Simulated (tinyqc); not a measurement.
Inside a calculation. Method: UHF in the sto-3g basis, for BeH+, spin multiplicity 1. One step of it, computed by the program tinyqc.

Problem. Iteration 2: building the Fock matrix. J_ij = sum D_kl (ij|kl) with D = D(alpha) + D(beta), K_ij = sum D_kl (ik|jl) for each spin; F = H + J - K(s); E = tr D H + tr D J / 2 - 0.5 sum_s tr D(s) K(s) + E_nn.

D(alpha) after iteration 1, lower triangle:
```
            1Be 1s     1Be 2s    1Be 2px   1Be 2py   1Be 2pz     2H 1s
1Be 1s    1.019358
1Be 2s   -0.056458   0.199757
1Be 2px   0.023505  -0.060207   0.018189
1Be 2py  -0.034661   0.088784  -0.026821  0.039552
1Be 2pz  -0.061531   0.152909  -0.046206  0.068137  0.117383
2H 1s    -0.087256   0.217147  -0.065616  0.096760  0.166693  0.236718
```

D(beta) after iteration 1, lower triangle:
```
            1Be 1s     1Be 2s    1Be 2px    1Be 2py   1Be 2pz     2H 1s
1Be 1s    1.019358
1Be 2s   -0.056458   0.199757
1Be 2px  -0.023505   0.060207   0.018189
1Be 2py   0.034661  -0.088784  -0.026821   0.039552
1Be 2pz  -0.061531   0.152909   0.046206  -0.068137  0.117383
2H 1s    -0.087256   0.217147   0.065616  -0.096760  0.166693  0.236718
```

core Hamiltonian H = T + V (hartree), lower triangle:
```
            1Be 1s     1Be 2s    1Be 2px    1Be 2py    1Be 2pz      2H 1s
1Be 1s   -8.313680
1Be 2s   -2.048144  -2.504437
1Be 2px   0.000000   0.000000  -1.991764
1Be 2py   0.000000   0.000000   0.000000  -1.991764
1Be 2pz  -0.023009  -0.167190   0.000000   0.000000  -2.125612
2H 1s    -0.786550  -1.417275   0.000000   0.000000  -1.376802  -2.226392
```

Two-electron integrals (ij|kl) in chemists' order, unique and non-zero (hartree):
```
(11|11) 2.298831   (21|11) 0.392036   (21|21) 0.079539   (22|11) 0.570988
(22|21) 0.143041   (22|22) 0.417683   (31|31) 0.014607   (32|31) 0.021888
(32|32) 0.092265   (33|11) 0.569578   (33|21) 0.143083   (33|22) 0.417589
(33|33) 0.449859   (41|41) 0.014607   (42|41) 0.021888   (42|42) 0.092265
(43|43) 0.024249   (44|11) 0.569578   (44|21) 0.143083   (44|22) 0.417589
(44|33) 0.401360   (44|44) 0.449859   (51|51) 0.014607   (52|51) 0.021888
(52|52) 0.092265   (53|53) 0.024249   (54|54) 0.024249   (55|11) 0.569578
(55|21) 0.143083   (55|22) 0.417589   (55|33) 0.401360   (55|44) 0.401360
(55|55) 0.449859   (61|11) 0.147549   (61|21) 0.029847   (61|22) 0.053829
(61|33) 0.053432   (61|44) 0.053432   (61|51) 0.002728   (61|52) 0.004984
(61|55) 0.054652   (61|61) 0.011777   (62|11) 0.275146   (62|21) 0.069495
(62|22) 0.211923   (62|33) 0.204892   (62|44) 0.204892   (62|51) 0.009138
(62|52) 0.049701   (62|55) 0.225797   (62|61) 0.028633   (62|62) 0.145234
(63|31) 0.007324   (63|32) 0.031649   (63|53) 0.009281   (63|63) 0.015827
(64|41) 0.007324   (64|42) 0.031649   (64|54) 0.009281   (64|64) 0.015827
(65|11) 0.268534   (65|21) 0.068805   (65|22) 0.220276   (65|33) 0.207444
(65|44) 0.207444   (65|51) 0.015222   (65|52) 0.078659   (65|55) 0.245703
(65|61) 0.030061   (65|62) 0.173679   (65|65) 0.218531   (66|11) 0.438771
(66|21) 0.112930   (66|22) 0.377669   (66|33) 0.350938   (66|44) 0.350938
(66|51) 0.019916   (66|52) 0.129467   (66|55) 0.430739   (66|61) 0.048453
(66|62) 0.311838   (66|65) 0.400199   (66|66) 0.774606
```

nuclear repulsion = 1.78625219 hartree

Give: Coulomb J; exchange K(alpha); exchange K(beta); F(alpha); F(beta); total energy of this density.

Solution.

Coulomb J (hartree), lower triangle:
```
         1Be 1s  1Be 2s  1Be 2px  1Be 2py  1Be 2pz   2H 1s
1Be 1s   5.6000
1Be 2s   1.0378  1.9359
1Be 2px  0.0000  0.0000   1.9018
1Be 2py  0.0000  0.0000  -0.0026   1.9039
1Be 2pz  0.0364  0.2062   0.0000   0.0000   1.9925
2H 1s    0.4007  1.1143   0.0000   0.0000   1.2215  2.1234
```

exchange K(alpha) (hartree), lower triangle:
```
          1Be 1s   1Be 2s  1Be 2px  1Be 2py  1Be 2pz   2H 1s
1Be 1s    2.3084
1Be 2s    0.4046   0.2954
1Be 2px  -0.0002  -0.0423   0.0621
1Be 2py   0.0003   0.0624  -0.0114   0.0712
1Be 2pz   0.0004   0.2115  -0.0339   0.0500   0.2502
2H 1s     0.1557   0.3391  -0.0469   0.0692   0.3480  0.5575
```

exchange K(beta) (hartree), lower triangle:
```
          1Be 1s   1Be 2s  1Be 2px  1Be 2py  1Be 2pz   2H 1s
1Be 1s    2.3084
1Be 2s    0.4046   0.2954
1Be 2px   0.0002   0.0423   0.0621
1Be 2py  -0.0003  -0.0624  -0.0114   0.0712
1Be 2pz   0.0004   0.2115   0.0339  -0.0500   0.2502
2H 1s     0.1557   0.3391   0.0469  -0.0692   0.3480  0.5575
```

F(alpha) (hartree), lower triangle:
```
          1Be 1s   1Be 2s  1Be 2px  1Be 2py  1Be 2pz    2H 1s
1Be 1s   -5.0221
1Be 2s   -1.4149  -0.8639
1Be 2px   0.0002   0.0423  -0.1521
1Be 2py  -0.0003  -0.0624   0.0088  -0.1591
1Be 2pz   0.0129  -0.1725   0.0339  -0.0500  -0.3833
2H 1s    -0.5416  -0.6421   0.0469  -0.0692  -0.5033  -0.6606
```

F(beta) (hartree), lower triangle:
```
          1Be 1s   1Be 2s  1Be 2px  1Be 2py  1Be 2pz    2H 1s
1Be 1s   -5.0221
1Be 2s   -1.4149  -0.8639
1Be 2px  -0.0002  -0.0423  -0.1521
1Be 2py   0.0003   0.0624   0.0088  -0.1591
1Be 2pz   0.0129  -0.1725  -0.0339   0.0500  -0.3833
2H 1s    -0.5416  -0.6421  -0.0469   0.0692  -0.5033  -0.6606
```

total energy of this density = -14.629587 hartree
